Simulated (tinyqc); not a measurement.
Empirical pseudopotential in a few plane waves, step by step. Computed by tinyqc, a small Python program that keeps every step. Settings: plane-wave index or count = 15. Command: `OMP_NUM_THREADS=1 python tinyqc.py 27513 27514 out.jsonl` (the two numbers bound the seeds that draw the settings). One thread of a shared host (Intel(R) Xeon(R) Processor @ 2.60GHz), about 0.2 s of CPU time with the checks.

## Bloch Hamiltonian at G

Parameters chosen for this model: fcc lattice, atoms at +/- a/8 (1,1,1); form factors in rydberg at |G|^2 in units of (2 pi/a)^2:
```
parameter                 value      unit
a                      5.860000  angstrom
VS(3)                 -0.208000        Ry
VS(8)                  0.013000        Ry
VS(11)                 0.089000        Ry
VA(3)                         0        Ry
VA(4)                         0        Ry
VA(11)                        0        Ry
hbar^2/2m (2 pi/a)^2   4.380134        eV
```

k point G (2 pi / a): 0  0  0

Basis: the 15 shortest G (labels in 2 pi/a), the same at every k. H(G,G') = c |k + G|^2 delta + VS(|G-G'|^2) cos((G-G').tau) + i VA sin((G-G').tau), tau = a/8 (1,1,1); 1 Ry = 13.605693 eV.

H(k) at G (eV), lower triangle:
```
           +0+0+0     -1-1-1     -1-1+1     -1+1-1     -1+1+1     +1-1-1     +1-1+1     +1+1-1
+0+0+0   0.000000
-1-1-1   2.001101  13.140403
-1-1+1  -2.001101   0.000000  13.140403
-1+1-1  -2.001101   0.000000   0.176874  13.140403
-1+1+1  -2.001101  -0.176874   0.000000   0.000000  13.140403
+1-1-1  -2.001101   0.000000   0.176874   0.176874   0.000000  13.140403
+1-1+1  -2.001101  -0.176874   0.000000   0.000000   0.176874   0.000000  13.140403
+1+1-1  -2.001101  -0.176874   0.000000   0.000000   0.176874   0.000000   0.176874  13.140403
+1+1+1   2.001101   0.000000  -0.176874  -0.176874   0.000000  -0.176874   0.000000   0.000000
-2+0+0   0.000000  -2.001101  -2.001101  -2.001101   2.001101   0.856240  -0.856240  -0.856240
+0-2+0   0.000000  -2.001101  -2.001101   0.856240  -0.856240  -2.001101   2.001101  -0.856240
+0+0-2   0.000000  -2.001101   0.856240  -2.001101  -0.856240  -2.001101  -0.856240   2.001101
+0+0+2   0.000000  -0.856240   2.001101  -0.856240  -2.001101  -0.856240  -2.001101   0.856240
+0+2+0   0.000000  -0.856240  -0.856240   2.001101  -2.001101  -0.856240   0.856240  -2.001101
+2+0+0   0.000000  -0.856240  -0.856240  -0.856240   0.856240   2.001101  -2.001101  -2.001101

           +1+1+1     -2+0+0     +0-2+0     +0+0-2     +0+0+2     +0+2+0     +2+0+0
+1+1+1  13.140403
-2+0+0  -0.856240  17.520537
+0-2+0  -0.856240   0.176874  17.520537
+0+0-2  -0.856240   0.176874   0.176874  17.520537
+0+0+2  -2.001101  -0.176874  -0.176874   0.000000  17.520537
+0+2+0  -2.001101  -0.176874   0.000000  -0.176874   0.176874  17.520537
+2+0+0  -2.001101   0.000000  -0.176874  -0.176874   0.176874   0.176874  17.520537
```

## Levels at G

Diagonalise the Hermitian matrix.

eigenvalues (eV): -2.039141  9.089865  9.089865  9.089865  11.375685  12.963529  12.963529  12.963529  15.710166  17.166789  17.166789  20.523374  21.394202  21.394202  21.394202

## Bands along a path

The same steps at evenly spaced points between the labelled ones.

Bands along the path (eV), lowest eight:
```
k            band 1    band 2    band 3    band 4     band 5     band 6     band 7     band 8
L          0.111839  2.954531  8.398315  8.398315  10.883478  14.015978  14.015978  16.283652
L-G 0.33  -0.844938  4.415506  8.448624  8.448624  11.094315  13.890622  13.890622  16.562011
L-G 0.67  -1.726333  6.964307  8.818387  8.818387  11.763329  13.477433  13.477433  13.999642
G         -2.039141  9.089865  9.089865  9.089865  11.375685  12.963529  12.963529  12.963529
G-X 0.33  -1.619346  6.931983  8.377759  8.377759  11.805050  13.188043  14.325248  14.325248
G-X 0.67  -0.380185  4.235571  7.542392  7.542392  10.840057  11.927442  17.070704  17.070704
X          1.609829  1.882404  7.386432  7.386432  10.737663  10.942918  20.412222  20.412222
```

With 4 band(s) filled, the highest filled level on these points lies at G and the lowest empty one at X: a gap of 1.6478 eV, indirect. This holds for the small fixed basis; with all plane waves up to |k + G|^2 = 21 (2 pi/a)^2 the gap along the path is 1.73 eV.

## Convergence with the number of plane waves

Levels at G counted from the fourth one.

Levels (eV):
```
plane waves     level 1   level 5   level 8
9            -15.002670         0  0.707496
15           -11.129005  2.285820  3.873664
27           -10.405476  3.012355  3.907515
51           -10.515660  3.242303  4.132428
59           -10.586277  3.234928  3.947856
65           -10.611687  3.234928  3.893631
89           -10.567631  3.222335  3.933914
```
